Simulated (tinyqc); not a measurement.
Junctionless gate-all-around wire, depletion approximation: two steps of the calculation.

A uniformly doped n-type wire of radius R under a surrounding gate; long channel. Below flat band a shell from radius rc to R is fully depleted and the neutral core, at channel potential V (0 at the source, Vd at the drain), carries the current with constant mobility; s = (rc/R)^2 is the share of the cross-section that conducts. The edge of the depleted shell is taken as abrupt, so there is no subthreshold current.

Values chosen for this exercise; material values close to those of silicon: wire radius R = 30 nm; donor density Nd = 1e18 cm^-3; flat-band voltage Vfb = 0.55 V; effective mobility in the wire mu = 90 cm^2/(V s); gate length L = 0.05 um; gate voltage Vg = 0.4 V; drain voltage Vd = 0.1 V.

Constants: q = 1.602176634e-19 C. Results are converted to the units shown.

Question 1. Conducting share at the source by Newton steps. With V = 0: f = A (1 - s + s ln s) + B (1 - s) - (Vfb - Vg); f' = A ln s - B; s(new) = s - f/f'.

s at the start = 0.5
A = 0.34798323 V
B = 0.041946077 V

Find: f; f'; s after iteration 1.

Answer 1.

f = -0.07564 V
f' = -0.2831 V
s after iteration 1 = 0.2329

Question 2. Core radius, conductance and current. s solves Vfb - Vg + V = A (1 - s + s ln s) + B (1 - s), and s = 0 where the left side exceeds A + B. I = (q mu Nd pi R^2/L)[g(s0) - g(sL)], g = A (s^2/4 - (s^2/2) ln s) + B s^2/2, with s0 at V = 0 and sL at V = Vd. rc = R sqrt(s0); the small-signal conductance at Vd = 0 is q mu Nd pi R^2 s0/L.

s0 = 0.29410320
sL = 0.12596412
A = 0.34798323 V
B = 0.041946077 V

Wanted: rc at the source; conductance; I.

Answer 2.

rc at the source = 16.269 nm
conductance = 23.981 uS
I = 1.6573 uA

tinyqc, about 0.01 s, one thread, Intel Xeon 2.30GHz (shared host): `OMP_NUM_THREADS=1 python tinyqc.py 2460063 2460064 out.jsonl`
